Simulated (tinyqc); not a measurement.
Inputs raised by 10 %, one at a time: surface photovoltage measurement of the minority-carrier diffusion length in a wafer. Computed by tinyqc, a small Python program. Command: `OMP_NUM_THREADS=1 python tinyqc.py 3130179 3130180 out.jsonl spv sens`. One thread of a shared host (Intel(R) Xeon(R) Processor @ 2.30GHz), about 0.02 s of CPU time with the checks.

Low injection, steady light, a depletion layer much thinner than 1/alpha and L. The excess density dn is taken at the front edge of the neutral region; light that reaches the back is lost.

Inputs (values chosen for the exercise, modelled on p-type silicon at room temperature):
```
quantity                                             value               unit
diffusion length L                                     560         micrometre
wafer thickness W                                      725         micrometre
diffusivity D                                         27.9             cm^2/s
front recombination velocity S_f                       430               cm/s
back recombination velocity S_b                      15000               cm/s
photon flux entering                               2.3e+13         1/(cm^2 s)
minority density at the surface barrier scale n_0  9.3e+08             1/cm^3
temperature T                                          298                  K
wavelength                                             971                 nm
relative noise of each reading                         0.2                  %
diffusion length after pair splitting over L          0.58                  -
iron factor C                                        1e+16  micrometre^2/cm^3
```

normal deviates g for the noise: -0.04  0.87  -0.13  -1.47  1.44  0.35  -1.73

Constants: k_B = 8.617333262e-05 eV/K.

Method:
- alpha = (84.732/lambda - 76.417)^2 per cm with lambda in micrometre (an empirical fit for silicon between 0.7 and 1.05 micrometre).
- Thick wafer: dn = Phi L/((S_f + D/L)(L + 1/alpha)). Finite wafer, with s = S_b L/D, w = W/L, a = alpha L: dn = [Phi a/(a^2 - 1)] [a - B - exp(-alpha W)(a - s)/(cosh w + s sinh w)]/(S_f + B D/L), B = (sinh w + s cosh w)/(cosh w + s sinh w).
- Photovoltage V = (k_B T/e) ln(1 + dn/n_0). Lifetime = L^2/D.
- Readings y = (Phi/dn) (1 + noise x g) at 780, 830, 880, 920, 950, 975 and 995 nm; a least-squares line y = c (1/alpha + L_app) gives L_app = intercept/slope.
- Splitting iron-boron pairs in boron-doped silicon shortens L; with nothing else changing, [Fe] = C (1/L_after^2 - 1/L^2). It is evaluated with the true lengths and with the apparent ones (without noise), which differ when the wafer is not thick against L.

Runs; columns: (1) input moved; (2) from; (3) to; (4) dn, finite wafer (1/cm^3); (5) apparent length L_app (micrometre); (6) photovoltage V (mV); (7) [Fe] from the apparent lengths (1/cm^3):
```
(1)                                          (2)       (3)         (4)     (5)     (6)         (7)
base run                                       -         -  1.9361e+10  450.07  79.164  5.3962e+10
diffusion length L (micrometre)              560       616  2.0142e+10  470.88  80.133  4.3560e+10
wafer thickness W (micrometre)               725     797.5  1.9850e+10  474.54  79.775  5.5417e+10
diffusivity D (cm^2/s)                      27.9     30.69  1.8328e+10  450.76  77.822  5.4001e+10
front recombination velocity S_f (cm/s)      430       473  1.8566e+10  450.07  78.137  5.3962e+10
back recombination velocity S_b (cm/s)     15000     16500  1.9348e+10  449.44  79.148  5.3926e+10
photon flux entering (1/(cm^2 s))        2.3e+13  2.53e+13  2.1297e+10  450.07  81.504  5.3962e+10
```

Exponents ln(y'/y) / ln(x'/x):
```
input                             dn, finite wafer  apparent length L_app  photovoltage V  [Fe] from the apparent lengths
diffusion length L                           0.415                  0.474           0.128                          -2.247
wafer thickness W                            0.262                  0.556           0.081                           0.279
diffusivity D                               -0.575                  0.016          -0.179                           0.008
front recombination velocity S_f            -0.440                  0.000          -0.137                           0.000
back recombination velocity S_b             -0.007                 -0.015          -0.002                          -0.007
photon flux entering                         1.000                  0.000           0.306                           0.000
```

Among the inputs moved here: dn, finite wafer answers most in size to photon flux entering (exponent +1.000), next to diffusivity D (-0.575). Apparent length L_app answers most in size to wafer thickness W (exponent +0.556), next to diffusion length L (+0.474); its exponent is below 0.0005 for front recombination velocity S_f, photon flux entering. Its exponent 0.000 in front recombination velocity S_f: S_f scales all readings alike. Photovoltage V answers most in size to photon flux entering (exponent +0.306), next to diffusivity D (-0.179). [Fe] from the apparent lengths answers most in size to diffusion length L (exponent -2.247), next to wafer thickness W (+0.279); its exponent is below 0.0005 for front recombination velocity S_f, photon flux entering.

Caution (all rows): dn is not small against n_0, so V is not linear in the flux; the constant-flux reading then needs dn, not V.
